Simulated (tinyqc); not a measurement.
Long runs: velocity against field: Monte Carlo simulation of one carrier in a uniform electric field. Computed by tinyqc, a small Python program. Command: `OMP_NUM_THREADS=1 python tinyqc.py 3007215 3007216 out.jsonl mcfl walk`. One thread of a shared host (Intel(R) Xeon(R) Processor @ 2.30GHz), about 2 s of CPU time with the checks.

The force e F acts along +z. Flights end at the constant total rate Gamma; the part of Gamma that the real rates do not fill is self-scattering, which leaves k unchanged. One valley, no impurities and no intervalley scattering.

Inputs (values chosen for the exercise, for a model polar semiconductor):
```
quantity                                             value    unit
effective mass m                                      0.13     m_0
non-parabolicity alpha                                0.28    1/eV
static permittivity eps_s                             11.4       -
high-frequency permittivity eps_inf                   6.38       -
density rho                                           3410  kg/m^3
sound velocity v_l                                    4390     m/s
acoustic deformation potential D_A                     8.8      eV
optical phonon energy hbar w                          68.4     meV
lattice temperature T                                   77       K
electric field F                                       1.3   kV/cm
energy E_max up to which Gamma must cover the rates    0.6      eV
seed of the random numbers                             893       -
```

Crystal: polar. Band: Kane.

Constants: k_B = 1.380649e-23 J/K; e = 1.602176634e-19 C; hbar = 1.054571817e-34 J s; m_0 = 9.1093837015e-31 kg; hbar = 6.582119569e-16 eV s; eps_0 = 8.8541878128e-12 F/m; k_B = 8.617333262e-05 eV/K.

Method:
- Kane band: hbar^2 k^2/(2 m) = E (1 + alpha E), speed v = hbar k/(m (1 + 2 alpha E)), states per spin, volume and energy g(E) = m k (1 + 2 alpha E)/(2 pi^2 hbar^2); overlap factors are set to 1. Masses are multiplied by m_0 and all formulas are in SI units.
- Phonon occupation N_q = 1/(exp(hbar w/(k_B T)) - 1).
- Acoustic deformation potential (elastic, equipartition, absorption and emission together): 1/tau = 2 pi k_B T D_A^2 g(E)/(hbar rho v_l^2).
- Polar optical, unscreened: W = e^2 w (1/eps_inf - 1/eps_s) m (1 + 2 alpha E') ln|(k + k')/(k - k')| / (4 pi eps_0 hbar^2 k), times N_q for absorption (E' = E + hbar w) and N_q + 1 for emission (E' = E - hbar w > 0), with alpha = 0 for a parabolic band; mean cosine of the angle <cos> = (k^2 + k'^2)/(2 k k') - 1/ln|(k + k')/(k - k')|.
- Gamma is 1.05 times the largest total rate on the grid E = (j + 1/2) E_max/400, j = 0..399.
- On the grid E_j = (j + 1/2) hbar w/12 up to 20 k_B T + 2 hbar w, solve (sum of rates) l(E) = v(E) + W_abs <cos> l(E + hbar w) + W_em <cos> l(E - hbar w); mu_0 = e sum g v l exp(-E/k_B T)/(3 k_B T sum g exp(-E/k_B T)).
- Flight: t = -ln(r1)/Gamma; k_z grows by e F t/hbar; E follows from the band; dz = (E_end - E_start)/(e F).
- Choice: with cumulative rates in the order acoustic, absorption, emission, the process is the first whose sum exceeds r2 Gamma; if none, self-scattering.
- Final state: E' = E, E + hbar w or E - hbar w gives k'. Isotropic processes: cos(theta) = 1 - 2 r3 from the z axis, phi = 2 pi r4, k' (sin theta cos phi, sin theta sin phi, cos theta). Polar processes: cos(b) = [1 + xi - (1 + 2 xi)^r3]/xi, xi = 2 k k'/(k - k')^2, b from the old direction n; new direction cos b n + sin b (cos phi e1 + sin phi e2), e1 = (z x n)/|z x n|, e2 = n x e1.
- Each row: 250 carriers from a thermal start, 1600 flights each, the first half discarded, random numbers not printed; the error is the standard error over ten groups; the mean energy is taken at the ends of flights, which sample time evenly. Fields at which more than 0.02 % of the events exceed Gamma are left out.

Gamma = 54.5734 1e12/s

low-field mobility mu_0 = 62760.0 cm^2/(V s)

Monte Carlo results:
```
F (kV/cm)  drift velocity (1e5 m/s)  error (1e5 m/s)  mu_0 F (1e5 m/s)  mean energy (meV)  real events (%)
0.33                          0.758           0.0360             2.071               27.1            0.650
0.65                          1.250           0.0200             4.079               27.1            0.776
1.30                          1.610           0.0260             8.159               27.8            1.120
2.60                          1.890           0.0085            16.318               29.5            1.910
5.20                          2.060           0.0068            32.635               33.0            3.530
```

What does the comparison show, and why?

At the lowest field the drift velocity is 0.37 +/- 0.02 of the ohmic value mu_0 F, at the highest 0.06 +/- 0.00. The mean energy goes from 27 to 33 meV against the parabolic-band thermal value 3 k_B T/2 = 10 meV: the carriers heat, more of them reach the emission threshold, where they lose momentum, and the curve bends below the ohmic line. Only 1 to 4 % of the events are real; the rest is the price of a constant Gamma. Where hbar w is several k_B T, energy relaxes slowly and the low-field energies may still be drifting.

Extremes, crossings and ranges named in words are read from the listed rows.
